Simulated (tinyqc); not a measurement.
Worked calculation: plane-wave Kohn-Sham cycle with exchange-only LDA in a layered model solid. One step of it, computed by the program tinyqc.

Question. Iteration 2: potential. V_H(G) = 4 pi rho(G)/G^2 for G != 0 (uniform background); v_x = -(3 rho/pi)^(1/3); V = V_ext + V_H + v_x; Fourier components f(G_m) = (1/N) sum_j f(x_j) exp(-i G_m x_j).

A solid whose potential varies along x alone (atomic units):
```
parameter                      value
period a                    9.100000
cross-section of the cell  23.000000
electrons per cell                 4
grid points                       16
plane waves -n..n, n               2
k points                           3
V1 in V1 cos(2 pi x/a)     -0.270000
```

density after iteration 1 (e/bohr^3): 0.02701240  0.02807277  0.02935991  0.02758528  0.02199662  0.01493411  0.00916867  0.00585314  0.00482781  0.00585314  0.00916867  0.01493411  0.02199662  0.02758528  0.02935991  0.02807277

Give: Potentials on the grid; V(G_m), m = 0, 1, 2, ....

Answer.

Potentials on the grid (hartree):
```
x         V_ext      V_H      v_x        V
0.0000  -0.2700   0.3094  -0.2955  -0.2560
0.5687  -0.2494   0.2930  -0.2993  -0.2558
1.1375  -0.1909   0.2400  -0.3038  -0.2547
1.7063  -0.1033   0.1464  -0.2975  -0.2544
2.2750        0   0.0198  -0.2759  -0.2561
2.8438   0.1033  -0.1181  -0.2425  -0.2573
3.4125   0.1909  -0.2395  -0.2061  -0.2547
3.9813   0.2494  -0.3213  -0.1775  -0.2493
4.5500   0.2700  -0.3500  -0.1664  -0.2464
5.1188   0.2494  -0.3213  -0.1775  -0.2493
5.6875   0.1909  -0.2395  -0.2061  -0.2547
6.2562   0.1033  -0.1181  -0.2425  -0.2573
6.8250        0   0.0198  -0.2759  -0.2561
7.3937  -0.1033   0.1464  -0.2975  -0.2544
7.9625  -0.1909   0.2400  -0.3038  -0.2547
8.5312  -0.2494   0.2930  -0.2993  -0.2558
```

V(G_m), m = 0, 1, 2, ... (hartree): -0.2542  -0.0012  0.0012  -0.0012  0.0003
